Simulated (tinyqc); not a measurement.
Heavy doping: gap narrowing, degeneracy and the minority density, step by step. Values are carried at full precision from step to step, so a last printed digit may differ when a step is redone from the rounded ones.

Empirical narrowing (Slotboom form, constants chosen for the exercise; published fits of this form give the apparent narrowing, here it is taken as the true one): dEg = E0 [ln(N/N0) + sqrt(ln(N/N0)^2 + C)].

Constants: kB = 8.617333262e-05 eV/K; e^2/(4 pi eps0) = 14.39964547 eV angstrom.

Parameters, chosen for this exercise (gap and densities of states near those of Si at this temperature; narrowing constants near the fits for Si; the results hold for these values, not for the real material): N = 9.5e+17 1/cm^3 (ionised acceptors, equal to the majority density); E0 = 5.92 meV (narrowing scale); N0 = 9.5e+16 1/cm^3 (onset density); C = 0.5 (smoothing constant); Nv = 1.76e+19 1/cm^3 (valence-band density of states); Eg = 1.097 eV (gap); Nc = 4.23e+19 1/cm^3 (conduction-band density of states); T = 400 K; eps = 11.6 (dielectric constant); Mv = 1 (majority valleys).

## Gap narrowing

Evaluate at N.

ln(N/N0) = 2.3026
dEg (empirical fit) = 27.89 meV

Well above N0 each decade of doping adds 2 E0 ln 10 = 27.3 meV.

## Degeneracy of the majority band

F_j(eta) = (1/Gamma(j + 1)) integral_0^infinity x^j dx/(1 + exp(x - eta)), which tends to exp(eta) for eta << 0.

Majority: N = Nv F_1/2(eta), eta the distance of EF beyond the majority band edge in kT. Degeneracy factor gam = F_1/2(eta)/exp(eta). ni0^2 = Nc Nv exp(-Eg/kT); product n p = ni0^2 gam exp(dEg/kT), dEg the true narrowing; apparent narrowing dEa = dEg + kT ln gam; minority density = n p/N.

Solve for eta and form gam.

N/Nv = 0.05398
eta = -2.9001
gam = 0.9811

## Product and minority density

Combine both effects.

ni0 = 3.35e+12 1/cm^3
exp(dEg/kT) = 2.25
dEa = 27.2 meV
sqrt(n p) = 4.97e+12 1/cm^3
minority density = 2.60e+07 1/cm^3

Narrowing multiplies the product by 2.25 and degeneracy by 0.981; together they change the minority density by a factor 2.2 against ni0^2/N.

## Two estimates of the size

Two physical estimates, e2 = e^2/(4 pi eps0), N in 1/angstrom^3: exchange shift at the Fermi level, Ex = (e2/eps) kF/pi with kF = (3 pi^2 N/Mv)^(1/3); screened-pair energy (Lanyon-Tuft), Es = (3/4)(e2/eps) qs with qs^2 = (4 pi e2 N/(eps kT)) F_-1/2(eta)/F_1/2(eta).

Evaluate both at N.

kF = 0.03041 1/angstrom
Ex = 12.02 meV
Es = 19.12 meV

Against the fitted dEg = 27.9 meV, Ex is 0.43 and Es 0.69 times as large; each keeps one mechanism only, and Ex assumes a strongly degenerate gas, while here eta is only -2.90.

## Checks

- Minority density against the Boltzmann occupation of the other band at the narrowed gap (1/cm^3): both 2.604e+07.

(tinyqc, `OMP_NUM_THREADS=1 python tinyqc.py 1650278 1650279 out.jsonl`, Intel(R) Xeon(R) Processor @ 2.30GHz, 1 thread, shared host, about 0.01 s.)
